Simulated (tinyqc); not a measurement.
The integration grid: Kohn-Sham SCAN on finer and finer grids in the sto-3g basis, for H4+, spin multiplicity 2. Computed by the program tinyqc with PySCF. Self-consistent on each grid; the net force on the molecule should vanish.

Geometry (angstrom):
```
atom       x       y       z
H     0.0000  0.0000  0.0000
H     0.0000  0.0000  1.1280
H     0.0000  0.0000  2.5400
H     0.0000  0.0000  3.6670
```

Kohn-Sham energy on Becke grids (radial x angular points per atom):
```
grid       points  residual of the electron count  E (hartree)  E - finest (mhartree)  largest net force without grid terms (hartree/bohr)
10 x 14       542                        9.40e-03    -1.772244               1.790286                                             1.29e-05
15 x 26      1532                        3.64e-03    -1.775339              -1.304364                                             2.82e-06
20 x 50      3966                       -3.09e-05    -1.774020               0.015065                                             2.43e-06
30 x 86     10264                       -3.27e-06    -1.773991               0.043644                                             1.86e-06
50 x 194    38708                        1.14e-07    -1.774034               0.000766                                             2.55e-08
75 x 302    90462                       -1.01e-09    -1.774035              -0.000743                                             1.97e-07
120 x 590  282654                       -2.68e-11    -1.774035               0.000000                                             1.04e-07
```

What does the comparison show, and why?

The energy is within 0.1 mhartree of the finest grid first at 20 x 50. The error has both signs, since quadrature is not variational. The electron count and the net force are cheap signs of a poor grid.
